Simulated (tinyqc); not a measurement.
Configuration-coordinate model of carrier capture at a defect, step by step. Values are carried at full precision from step to step, so a last printed digit may differ when a step is redone from the rounded ones.

Two parabolas of equal curvature k in one coordinate Q: with the carrier free at the band edge, U_f = k Q^2/2; with the carrier trapped, U_t = k (Q - dQ)^2/2 - ET. ER = k dQ^2/2, Huang-Rhys factor S = ER/hw, hw = 0.0646541 sqrt(k/M) eV for k in eV/angstrom^2 and M in u. The curves cross at a height Eb = (ER - ET)^2/(4 ER) above the free minimum.

Constants: kB = 8.617333262e-05 eV/K.

Inputs chosen for the exercise (of the size met at a deep level in Si; the results hold for these values, not for the real material): ET = 0.36 eV (thermal depth of the level below the band edge); ER = 0.15 eV (relaxation energy); hw = 0.034 eV (phonon energy of the mode); M = 16 u (mass of the mode); T = 150 K (temperature); nu = 1e+13 1/s (attempt rate).

## The two parabolas

Form S, k, dQ, the crossing point Qc = (ER - ET)/(k dQ), Eb, and the emission barrier Eb + ET.

S = 4.412
k = 4.4247 eV/angstrom^2
dQ = 0.2604 angstrom
Qc = -0.1823 angstrom

barriers (eV): capture 0.0735, emission 0.4335

ER < ET: the crossing lies on the far side of the free minimum (the inverted case), where tunnelling between vibrational states can matter much if Eb is well above hw.

## Optical transitions

Vertical ionisation from the trapped minimum costs ET + ER; vertical capture from the free minimum releases ET - ER (none if negative); the band has a standard deviation sqrt(S hw^2 coth(hw/2kT)) with S = ER/hw, and a full width 2.35482 times that.

energies (eV): ionisation peak 0.510, zero-phonon 0.360, emission peak 0.210

coth(hw/2kT) = 1.1553
standard deviation = 0.0768 eV
full width = 0.1808 eV

Radiative capture would peak at 0.210 eV. The optical peak exceeds the thermal depth by a factor 1.42.

## The multiphonon factor

Multiphonon factor for giving p = ET/hw phonons to the lattice: W = exp(-S (2 nb + 1)) ((nb + 1)/nb)^(p/2) I_p(x), nb = 1/(exp(hw/kT) - 1), x = 2 S sqrt(nb (nb + 1)), I_p the modified Bessel function. Classical limit: W = hw exp(-Eb/kT)/sqrt(4 pi ER kT). At T = 0: exp(-S) S^p/Gamma(p + 1).

Form p, nb, x and ln W, the classical ln W, and the capture time 1/(nu W).

p, nb, x: 10.5882  0.0776  2.5524

ln W: quantum -4.953, classical -7.210

capture time = 1.42e-11 s

The quantum factor is 9.55 times the classical one at kT/hw = 0.38: nuclear tunnelling rules.

## Emission by detailed balance

For equal degeneracies and one band-edge state, emission time = capture time x exp(ET/kT).

ET/kT = 27.851
log10 of the emission time in s = 1.25

## Checks

- Ln W for the nearest whole p against the double Poisson sum over emitted and absorbed phonons: both -5.31457.

tinyqc: `OMP_NUM_THREADS=1 python tinyqc.py 1452717 1452718 out.jsonl`; about 0.01 s, one thread, shared Intel(R) Xeon(R) Processor @ 2.30GHz.
